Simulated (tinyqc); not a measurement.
From results back to parameters: carrier statistics of a doped semiconductor with parabolic bands. Three cases, with inputs chosen for the exercise.

Problem. ni^2 = C^2 (T/300 K)^3 exp(-Eg(T)/kB T) with Eg(T) = Eg0 - al T^2/(T + be). Two intrinsic densities were computed from hidden Eg0 and C = sqrt(Nc Nv) at 300 K.

Constants: kB = 8.617333262e-05 eV/K.

Find: Eg0; C.

Method. y(T) = 2 ln ni - 3 ln(T/300) - al T/((T + be) kB) equals 2 ln C - Eg0/(kB T), a straight line in 1/T; two points give slope and intercept.

Case 1.

Values chosen (near those of SiC; shifted at random, so the results belong to these values and not to a real crystal): al = 0.000632 eV/K (Varshni alpha); be = 1375 K (Varshni beta); T1 = 290 K; T2 = 460 K.

ni(T1) = 7.22310e-10 1/cm^3
ni(T2) = 81.9530 1/cm^3

Solution.

Eg0 = 3.311 eV
C = 2.36e+19 1/cm^3

Case 2.

Values chosen (near those of GaN; shifted at random, so the results belong to these values and not to a real crystal): al = 0.000945 eV/K (Varshni alpha); be = 878 K (Varshni beta); T1 = 280 K; T2 = 450 K.

ni(T1) = 7.80635e-13 1/cm^3
ni(T2) = 2.45431 1/cm^3

Solution.

Eg0 = 3.517 eV
C = 1.03e+19 1/cm^3

Case 3.

Values chosen (near those of AlAs; shifted at random, so the results belong to these values and not to a real crystal): al = 0.00071 eV/K (Varshni alpha); be = 526 K (Varshni beta); T1 = 280 K; T2 = 520 K.

ni(T1) = 0.296447 1/cm^3
ni(T2) = 3.42409e+09 1/cm^3

Solution.

Eg0 = 2.261 eV
C = 1.75e+19 1/cm^3

Computed by tinyqc, one run a case: `OMP_NUM_THREADS=1 python tinyqc.py N N+1 out.jsonl` with N = 1651857, 1651953, 1651990; one thread of a shared Intel(R) Xeon(R) Processor @ 2.30GHz, about 0.02 s a run at most.
